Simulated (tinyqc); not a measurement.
Scaling the whole coupling: critical temperature from a phonon spectrum: McMillan, Allen-Dynes and the linearised Eliashberg equation. Computed by tinyqc, a small Python program. Command: `OMP_NUM_THREADS=1 python tinyqc.py 3014370 3014371 out.jsonl eliashberg walk`. One thread of a shared host (Intel(R) Xeon(R) Processor @ 2.30GHz), about 0.02 s of CPU time with the checks.

alpha^2 F(omega) = sum_i (lambda_i omega_i/2) delta(omega - omega_i), so that lambda = 2 int alpha^2 F/omega d omega = sum_i lambda_i.

Inputs (values chosen for the exercise, for a model metal):

| quantity | value | unit |
|---|---|---|
| peak energy omega_1 | 17.6 | meV |
| coupling lambda_1 | 0.274 | - |
| peak energy omega_2 | 29.2 | meV |
| coupling lambda_2 | 0.431 | - |
| Coulomb pseudopotential mu* | 0.1 | - |

Peaks in alpha^2 F: two.

Constants: k_B = 8.617333262e-05 eV/K.

Method:
- omega_log = exp(sum lambda_i ln omega_i / lambda); omega_rms = sqrt(sum lambda_i omega_i^2 / lambda).
- McMillan form: k_B T_c = (omega_log/1.2) exp[-1.04 (1 + lambda)/(lambda - mu* (1 + 0.62 lambda))]. Allen-Dynes multiplies it by f1 f2: f1 = [1 + (lambda/L1)^(3/2)]^(1/3), L1 = 2.46 (1 + 3.8 mu*); f2 = 1 + (omega_rms/omega_log - 1) lambda^2/(lambda^2 + L2^2), L2 = 1.82 (1 + 6.3 mu*) omega_rms/omega_log.
- Linearised Eliashberg equation at omega_n = (2n + 1) pi k_B T, n = 0..N-1: lambda(j) = sum_i lambda_i omega_i^2/(omega_i^2 + (2 pi j k_B T)^2); K_mn = lambda(m - n) + lambda(m + n + 1) - 2 mu*(N) - delta_mn [2m + 1 + lambda(0) + 2 sum_(j=1..m) lambda(j)], with 1/mu*(N) = 1/mu* + ln(omega_rms/omega_N), omega_N = (2N + 1) pi k_B T. T_c is where the largest eigenvalue rho of K is zero.
- N is the smallest integer at or above 8 omega_max/(2 pi k_B T_AD), omega_max the highest peak and T_AD the Allen-Dynes value.
- All lambda_i are multiplied by s. The last column is the large-lambda limit for mu* = 0, k_B T_c = 0.1827 omega_rms sqrt(lambda).

lambda = 0.705

omega_rms = 25.3308 meV

omega_log = 23.9844 meV

T_c (K):

| s | lambda | McMillan | Allen-Dynes | Eliashberg | large-lambda limit |
|---|---|---|---|---|---|
| 0.8 | 0.5640 | 5.234 | 5.359 | 5.063 | 40.332 |
| 1.0 | 0.7050 | 9.849 | 10.177 | 9.749 | 45.093 |
| 1.3 | 0.9165 | 16.824 | 17.654 | 17.155 | 51.414 |
| 1.7 | 1.1985 | 24.880 | 26.700 | 26.209 | 58.794 |
| 2.3 | 1.6215 | 34.049 | 37.890 | 37.584 | 68.387 |
| 3.2 | 2.2560 | 43.246 | 50.917 | 51.202 | 80.665 |

What does the comparison show, and why?

McMillan/Eliashberg runs from 1.03 at lambda = 0.56 to 0.84 at 2.26: the exponential form levels off at large lambda, while the true T_c keeps rising (exponent 0.94 between the last rows, tending to 1/2). Allen-Dynes stays within about 6 % over the table. The last row reaches 63 % of the mu* = 0 limit; with mu* above zero T_c stays below that line at any lambda.

Extremes, crossings and ranges named in words are read from the listed rows.
